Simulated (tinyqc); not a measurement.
Inside a calculation. Method: Pariser-Parr-Pople SCF with singles CI, for the molecule C=Cc1ccccc1 (SMILES; centres numbered as the heavy atoms are written). One step of it, computed by the program tinyqc.

Question. Iteration 2: Fock matrix. F_rr = H_rr + P_rr gamma_rr / 2 + sum_(s != r) P_ss gamma_rs; F_rs = H_rs - P_rs gamma_rs / 2; E = tr P (H + F) / 2 + core repulsion sum_(r<s) z_r z_s gamma_rs.

P after iteration 1, order 1C, 2C, 3C, 4C, 5C, 6C, 7C, 8C:
$$\begin{pmatrix}
1.000000 & 0.921532 & 0.000000 & -0.237301 & 0.000000 & 0.186941 & 0.000000 & -0.243324 \\
0.921532 & 1.000000 & 0.383452 & 0.000000 & -0.044007 & 0.000000 & -0.038675 & 0.000000 \\
0.000000 & 0.383452 & 1.000000 & 0.615505 & 0.000000 & -0.306979 & 0.000000 & 0.616137 \\
-0.237301 & 0.000000 & 0.615505 & 1.000000 & 0.678324 & 0.000000 & -0.323424 & 0.000000 \\
0.000000 & -0.044007 & 0.000000 & 0.678324 & 1.000000 & 0.659076 & 0.000000 & -0.321793 \\
0.186941 & 0.000000 & -0.306979 & 0.000000 & 0.659076 & 1.000000 & 0.660524 & 0.000000 \\
0.000000 & -0.038675 & 0.000000 & -0.323424 & 0.000000 & 0.660524 & 1.000000 & 0.676433 \\
-0.243324 & 0.000000 & 0.616137 & 0.000000 & -0.321793 & 0.000000 & 0.676433 & 1.000000
\end{pmatrix}$$

core matrix H (eV), order 1C, 2C, 3C, 4C, 5C, 6C, 7C, 8C:
$$\begin{pmatrix}
-34.014167 & -2.390000 & 0.000000 & 0.000000 & 0.000000 & 0.000000 & 0.000000 & 0.000000 \\
-2.390000 & -37.978868 & -2.390000 & 0.000000 & 0.000000 & 0.000000 & 0.000000 & 0.000000 \\
0.000000 & -2.390000 & -42.332480 & -2.390000 & 0.000000 & 0.000000 & 0.000000 & -2.390000 \\
0.000000 & 0.000000 & -2.390000 & -39.870066 & -2.390000 & 0.000000 & 0.000000 & 0.000000 \\
0.000000 & 0.000000 & 0.000000 & -2.390000 & -38.340821 & -2.390000 & 0.000000 & 0.000000 \\
0.000000 & 0.000000 & 0.000000 & 0.000000 & -2.390000 & -38.007928 & -2.390000 & 0.000000 \\
0.000000 & 0.000000 & 0.000000 & 0.000000 & 0.000000 & -2.390000 & -38.615347 & -2.390000 \\
0.000000 & 0.000000 & -2.390000 & 0.000000 & 0.000000 & 0.000000 & -2.390000 & -40.502999
\end{pmatrix}$$

repulsion gamma_rs (eV), order 1C, 2C, 3C, 4C, 5C, 6C, 7C, 8C:
$$\begin{pmatrix}
11.130000 & 5.345934 & 3.872489 & 2.881753 & 2.344139 & 2.270929 & 2.621133 & 3.517790 \\
5.345934 & 11.130000 & 5.344958 & 3.872798 & 2.881223 & 2.621133 & 2.880865 & 3.871956 \\
3.872489 & 5.344958 & 11.130000 & 5.347393 & 3.872798 & 3.517790 & 3.871956 & 5.345096 \\
2.881753 & 3.872798 & 5.347393 & 11.130000 & 5.344958 & 3.872662 & 3.517636 & 3.872865 \\
2.344139 & 2.881223 & 3.872798 & 5.344958 & 11.130000 & 5.346991 & 3.872865 & 3.517846 \\
2.270929 & 2.621133 & 3.517790 & 3.872662 & 5.346991 & 11.130000 & 5.345934 & 3.872489 \\
2.621133 & 2.880865 & 3.871956 & 3.517636 & 3.872865 & 5.345934 & 11.130000 & 5.344958 \\
3.517790 & 3.871956 & 5.345096 & 3.872865 & 3.517846 & 3.872489 & 5.344958 & 11.130000
\end{pmatrix}$$

Centres (angstrom, eV; a flat drawing with bonds scaled to 1.40 angstrom):
```
centre          x          y  core charge z          W   gamma_rr
1C      -2.879000   0.438000              1  11.160000  11.130000
2C      -1.930000  -0.591000              1  11.160000  11.130000
3C      -0.564000  -0.283000              1  11.160000  11.130000
4C       0.385000  -1.311000              1  11.160000  11.130000
5C       1.751000  -1.003000              1  11.160000  11.130000
6C       2.167000   0.333000              1  11.160000  11.130000
7C       1.218000   1.362000              1  11.160000  11.130000
8C      -0.148000   1.054000              1  11.160000  11.130000
```

Give: F; pi energy.

Answer.

F (eV), order 1C, 2C, 3C, 4C, 5C, 6C, 7C, 8C:
$$\begin{pmatrix}
-5.5950 & -4.8532 & 0.0000 & 0.3419 & 0.0000 & -0.2123 & 0.0000 & 0.4280 \\
-4.8532 & -5.5950 & -3.4148 & 0.0000 & 0.0634 & 0.0000 & 0.0557 & 0.0000 \\
0.0000 & -3.4148 & -5.5950 & -4.0357 & 0.0000 & 0.5399 & 0.0000 & -4.0367 \\
0.3419 & 0.0000 & -4.0357 & -5.5950 & -4.2028 & 0.0000 & 0.5688 & 0.0000 \\
0.0000 & 0.0634 & 0.0000 & -4.2028 & -5.5950 & -4.1520 & 0.0000 & 0.5660 \\
-0.2123 & 0.0000 & 0.5399 & 0.0000 & -4.1520 & -5.5950 & -4.1556 & 0.0000 \\
0.0000 & 0.0557 & 0.0000 & 0.5688 & 0.0000 & -4.1556 & -5.5950 & -4.1978 \\
0.4280 & 0.0000 & -4.0367 & 0.0000 & 0.5660 & 0.0000 & -4.1978 & -5.5950
\end{pmatrix}$$

pi energy = -102.1606 eV
